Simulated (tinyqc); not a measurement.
Chemical-mechanical planarisation: Preston law, pattern density and step-height reduction: one step, computed by the program tinyqc.

A row of 12 cells, repeated periodically, holds raised features that cover a share rho of each cell.

Task: Effective density. The stiff pad averages the density: rho_eff(i) = sum_j w_ij rho_j / sum_j w_ij, w = exp(-2 d^2/L^2), L the planarisation length and d the distance between cell centres, summed over all periodic images of cell j.

Inputs (values chosen for the exercise, close to those used for copper polishing): cell size = 1.8 mm; planarisation length = 2.9 mm.

local pattern densities, cell by cell: 0.1  0.1  0.3  0.5  0.6  0.1  0.4  0.4  0.3  0.2  0.9  0.5

Give: normalised weights (images included) for cells 0, 1, 2, ... apart; effective densities.

Result:

normalised weights (images included) for cells 0, 1, 2, ... apart: 0.4952  0.2292  0.0227  0.0005  0.0000  0.0000  0.0000

effective densities: 0.2146  0.1646  0.3023  0.4587  0.4508  0.2994  0.3335  0.3661  0.3159  0.3948  0.6155  0.4839

Local densities span 0.1 to 0.9, effective ones 0.165 to 0.615.
